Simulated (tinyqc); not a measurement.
Space-charge-limited current through a thin insulating or semi-insulating film with traps. From V_TFL back to trap density N_t. Computed by tinyqc, a small Python program. Command: `OMP_NUM_THREADS=1 python tinyqc.py 3023603 3023604 out.jsonl sclc inv`. One thread of a shared host (Intel(R) Xeon(R) Processor @ 2.30GHz), about 0.02 s of CPU time with the checks.

One ohmic injecting contact at x = 0 (field zero), drift only, non-degenerate free carriers.

Inputs (values chosen for the exercise, modelled on an amorphous oxide semiconductor): permittivity eps = 10; effective density of states N_c = 4.9e+18 1/cm^3; equilibrium Fermi level below the band edge, E_0 = 0.83 eV; thickness d = 610 nm; free density at the anode, in units of N_c = 1.1e-07; temperature T = 250 K; characteristic temperature T_c = 700 K.

Traps: exponential tail.

Constants: k_B = 8.617333262e-05 eV/K; e = 1.602176634e-19 C; eps_0 = 8.8541878128e-12 F/m.

Method. Free density n_0 = N_c exp(-E_0/k_B T) in equilibrium; trapped density n_t(n) = N_t (n/N_c)^(T/T_c) (the low-temperature form). theta = n/(n + n_t) at the anode density; trap-filled-limit voltage V_TFL = e (N_t - n_t(n_0)) d^2/(2 eps eps_0).

Problem. A run gave the result below. Find the trap density N_t, known to lie between 1.2e+16 and 4.1e+16 1/cm^3.

V_TFL = 7.160748 V

Solution.

Each step takes the trial c = (a f_b - b f_a)/(f_b - f_a), f being the result less the target and a, b, c the logarithms of the listed values; c replaces end b, the old b replaces a if the sign of f changed, and otherwise f_a is halved.

Scan of the range:
```
trap density N_t (1/cm^3)  V_TFL (V)
1.20e+16                      4.0399
1.47e+16                      4.9489
1.81e+16                      6.0935
2.22e+16                      7.4738
2.72e+16                      9.1571
3.34e+16                     11.2444
4.10e+16                     13.8030
```

False position (Illinois rule, in the logarithm of the input) inside the bracket:
```
step        end a        end b        trial  V_TFL (V)
1     1.81000e+16  2.22000e+16  2.11953e+16    7.13559
2     2.22000e+16  2.11953e+16  2.12684e+16    7.16021
3     2.22000e+16  2.12684e+16  2.12715e+16    7.16126
4     2.12684e+16  2.12715e+16  2.12700e+16    7.16075
5     2.12715e+16  2.12700e+16  2.12700e+16    7.16075
```

V_TFL rises at every point of a 13-point scan of the range (every second point is shown), so one value fits; it is bracketed by 1.81e16 and 2.22e16. The scan shows a pure power law with exponent 1.0000, so scaling from any one row also gives the answer directly. Answer: trap density N_t = 2.127e16 1/cm^3.
